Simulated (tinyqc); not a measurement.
# From one set of inputs to another, one input at a time

Model: mobility of a non-polar semiconductor in the relaxation-time approximation. Computed by tinyqc, a small Python program. Command: `OMP_NUM_THREADS=1 python tinyqc.py 3014168 3014169 out.jsonl rta ladder`. One thread of a shared host (Intel(R) Xeon(R) Processor @ 2.30GHz), about 0.03 s of CPU time with the checks.

Each valley is treated as a sphere of mass m_d for states and rates, with one isotropic relaxation time; the conductivity mass m_c sets the current.

The inputs printed are set A. Set A is modelled on electrons in germanium; the values taken over come from a set modelled on electrons in silicon. Inputs not listed in the table keep their values of set A, so the rows need not describe a real material.

Inputs (values chosen for the exercise, modelled on electrons in germanium): longitudinal mass m_l = 1.58 m_0; transverse mass m_t = 0.0797 m_0; equivalent valleys Z = 4; static permittivity eps_s = 16; density rho = 5323 kg/m^3; sound velocity v_l = 5150 m/s; acoustic deformation potential D_A = 10 eV; phonon energy hbar w = 32.5 meV; optical or intervalley deformation potential D_o = 4.8 1e8 eV/cm; final valleys Z_f = 3; carrier density n = 6.1e+15 1/cm^3; compensation ratio C = 0; temperature T = 350 K.

Band: parabolic. Impurity formula: Brooks-Herring. Further scattering: none.

Constants: k_B = 8.617333262e-05 eV/K; m_0 = 9.1093837015e-31 kg; e = 1.602176634e-19 C; hbar = 1.054571817e-34 J s; eps_0 = 8.8541878128e-12 F/m; k_B = 1.380649e-23 J/K; hbar = 6.582119569e-16 eV s.

Method:
- m_d = (m_l m_t^2)^(1/3); 1/m_c = (1/m_l + 2/m_t)/3; Hall mass factor A = 3 K_m (K_m + 2)/(2 K_m + 1)^2, K_m = m_l/m_t; N_I = n (1 + C)/(1 - C).
- Parabolic band: E = hbar^2 k^2/(2 m), speed v = hbar k/m, states per spin, volume and energy g(E) = m k/(2 pi^2 hbar^2). Here m = m_d. Masses are multiplied by m_0 and all formulas are in SI units.
- The reduced Fermi level eta = E_F/(k_B T) solves n = 2 Z int g f dE with f = 1/(1 + exp(x - eta)) (Z = 1 unless valleys are given); screening length L_s = sqrt(eps_s eps_0 k_B T/(e^2 dn/deta)), dn/deta = 2 Z int g f (1 - f) dE.
- Integrals over x = E/(k_B T) use 160 Gauss-Legendre points in u = sqrt(x) from 0 to sqrt(max(eta, 0) + 32).
- Phonon occupation N_q = 1/(exp(hbar w/(k_B T)) - 1).
- Acoustic deformation potential (elastic, equipartition, absorption and emission together): 1/tau = 2 pi k_B T D_A^2 g(E)/(hbar rho v_l^2).
- Optical or intervalley deformation potential: 1/tau = (pi Z_f D_o^2/(rho w)) [N_q g(E + hbar w) + (N_q + 1) g(E - hbar w)], with g = 0 below the band edge.
- Each optical term is multiplied by (1 - f(E'))/(1 - f(E)), E' the final energy, for Pauli blocking.
- Singly charged impurities, momentum relaxation: 1/tau = N_I e^4 m (1 + 2 alpha E) Phi/(8 pi (eps_s eps_0)^2 hbar^3 k^3), with alpha = 0 for a parabolic band.
- Brooks-Herring: Phi = ln(1 + b) - b/(1 + b), b = 4 k^2 L_s^2.
- mu = (m_d/m_c) (2 Z e/(3 n k_B T)) int g v^2 tau f (1 - f) dE.
- Averages over x are split at the emission threshold x_0 = hbar w/(k_B T): 64 Gauss-Legendre points in sqrt(x) below it and 128 in sqrt(x - x_0) above it, up to x = max(eta, 0) + 32.
- Rates are added at each energy before the average. With <y> = int g v^2 y f (1 - f) dE: Hall factor r_H = A (3 n k_B T/(2 Z m_d)) <tau^2/(1 + 2 alpha E)>/<tau>^2 (alpha = 0 for a parabolic band); Hall mobility r_H mu; |S| = (k_B/e) (<x tau>/<tau> - eta); resistivity 1/(n e mu).

Each row keeps all changes above it; columns: (1) input moved; (2) from; (3) to; (4) Seebeck coefficient |S| (microvolt/K); (5) resistivity (ohm cm); (6) ionised impurity mobility (cm^2/(V s)):
```
(1)                                                               (2)      (3)    (4)     (5)        (6)
set A                                                               -        -  827.3  0.2896  4.376e+05
phonon energy hbar w (meV)                                       32.5     62.5  833.1  0.2057  4.376e+05
longitudinal mass m_l (m_0)                                      1.58    0.909  811.3  0.1564  4.157e+05
optical or intervalley deformation potential D_o (1e8 eV/cm)      4.8      5.7  809.2  0.1616  4.157e+05
transverse mass m_t (m_0)                                      0.0797    0.185  876.8  0.7852  2.339e+05
temperature T (K)                                                 350      300  858.6  0.6199  1.925e+05
carrier density n (1/cm^3)                                    6.1e+15  5.3e+16  685.5  0.0827  3.004e+04
static permittivity eps_s                                          16     11.7  692.7  0.0905  1.694e+04
```

Seebeck coefficient |S| goes from 827 to 693, a factor 0.837 in all. The largest single move comes from carrier density n (a factor 0.798), and transverse mass m_t works against it (a factor 1.08). Resistivity goes from 0.290 to 0.0905, a factor 0.312 in all. The largest single move comes from carrier density n (a factor 0.133), and transverse mass m_t works against it (a factor 4.86). Ionised impurity mobility goes from 438000 to 16900, a factor 0.0387 in all. The largest single move comes from carrier density n (a factor 0.156). The single moves hold for this order of the switches; the total does not depend on the order.

Extremes, crossings and ranges named in words are read from the listed rows.
